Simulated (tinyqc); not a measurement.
What moves the results: density of states of one tight-binding band of a chain. A value that a table varies takes the place of the one given here.

E(k) = -2 t cos(2 pi k) - 2 t2 cos(4 pi k); k in fractions of the reciprocal vectors, mesh k_i = j/N with j = 0 .. N-1. Densities are per cell and per spin, so the band holds one state.

Each interval of the mesh is a segment with E linear in k: n = (E - e1)/(e2 - e1), g = 1/(e2 - e1) between its end values.

Gaussian broadening: g(E) = mean over the mesh of exp(-(E - E_k)^2/(2 sigma^2))/(sigma sqrt(2 pi)), n(E) = mean of erfc((E_k - E)/(sigma sqrt 2))/2.

Values chosen for the exercise:

| symbol | value | unit | meaning |
|---|---|---|---|
| t | 0.98 | eV | nearest hopping |
| t2 | 0.13 | eV | second hopping |
| N2 | 24 |  | mesh points along each axis in this comparison |
| sigma | 0.098 | eV | Gaussian width |
| E | 0.36 | eV | energy at which the density is wanted |

## Three ways to the same curve

N = N2 here; the reference is the linear method with N = 4000.

g(E) (1/eV):

| E (eV) | reference | linear segments | Gaussian, sigma | Gaussian, sigma/4 | reference n(E) |
|---|---|---|---|---|---|
| -1.863 | 0.232 | 0.286 | 0.329 | 0.472 | 0.159 |
| -1.507 | 0.176 | 0.189 | 0.160 | 0.000 | 0.229 |
| -1.150 | 0.156 | 0.155 | 0.022 | 0.000 | 0.288 |
| -0.794 | 0.147 | 0.147 | 0.288 | 0.100 | 0.342 |
| -0.437 | 0.146 | 0.147 | 0.097 | 0.000 | 0.394 |
| -0.081 | 0.151 | 0.154 | 0.042 | 0.000 | 0.447 |
| 0.275 | 0.163 | 0.176 | 0.335 | 1.125 | 0.502 |
| 0.632 | 0.186 | 0.176 | 0.201 | 0.000 | 0.564 |
| 0.988 | 0.230 | 0.221 | 0.168 | 0.000 | 0.637 |
| 1.344 | 0.342 | 0.302 | 0.356 | 0.314 | 0.735 |

Root-mean-square errors against the reference: 0.0226 for linear segments, 0.0979 for sigma and 0.3425 for sigma/4. The narrow Gaussian is worse than the wide one, because it resolves the separate mesh levels. The reference is highest at 1.344 eV of the energies listed, and half filling lies between -0.081 and 0.275 eV.

## Convergence with the mesh

At the energy E; the plain count is the share of mesh points below E; the reference is the linear method with N = 4000.

Results:

| N | points | g linear | n linear | g Gaussian | n Gaussian | n plain count |
|---|---|---|---|---|---|---|
| 8 | 8 | 0.2220 | 0.5222 | 0.6047 | 0.5866 | 0.6250 |
| 16 | 16 | 0.1855 | 0.5185 | 0.3023 | 0.5433 | 0.5625 |
| 32 | 32 | 0.1724 | 0.5172 | 0.1582 | 0.5219 | 0.5312 |
| 64 | 64 | 0.1670 | 0.5167 | 0.1661 | 0.5167 | 0.5156 |
| 128 | 128 | 0.1695 | 0.5165 | 0.1677 | 0.5167 | 0.5234 |
| 256 | 256 | 0.1682 | 0.5165 | 0.1677 | 0.5167 | 0.5195 |

reference n and g: 0.5165  0.1671

The linear n(E) stays within 0.002 of the reference from N = 32 on. The Gaussian g stays within 1 % of its last value from N = 64 on; it tends to the broadened curve, not the true one. At the last mesh it lies +0.001 1/eV from the reference g and the linear g +0.001. The plain count errs by +0.0031 at the last mesh.

## What moves the count of states

Linear method and Gaussian sum with N = 400. Each row changes one parameter from the base and keeps the others.

Results:

| case | n linear | g linear (1/eV) | n Gaussian | g Gaussian (1/eV) |
|---|---|---|---|---|
| base | 0.5165 | 0.1675 | 0.5167 | 0.1677 |
| t = 1.078 eV | 0.5149 | 0.1506 | 0.5151 | 0.1515 |
| E = 0.458 eV | 0.5331 | 0.1726 | 0.5334 | 0.1733 |
| sigma = 0.196 eV | 0.5165 | 0.1675 | 0.5175 | 0.1691 |
| t2 = 0.179 eV | 0.5003 | 0.1633 | 0.5006 | 0.1631 |

The largest shifts from the base row, up to three for each result and ties (the steps differ in size, so this ranks the rows, not the parameters). n linear: E +0.0167, t2 -0.0162, t -0.0015; unchanged at the printed digits by sigma. g linear (1/eV): t -0.0169, E +0.0051, t2 -0.0042; unchanged at the printed digits by sigma. n Gaussian: E +0.0167, t2 -0.0161, t -0.0016. g Gaussian (1/eV): t -0.0161, E +0.0057, t2 -0.0046.

tinyqc: `OMP_NUM_THREADS=1 python tinyqc.py 1651158 1651159 out.jsonl`; about 0.01 s, one thread, shared Intel(R) Xeon(R) Processor @ 2.30GHz.
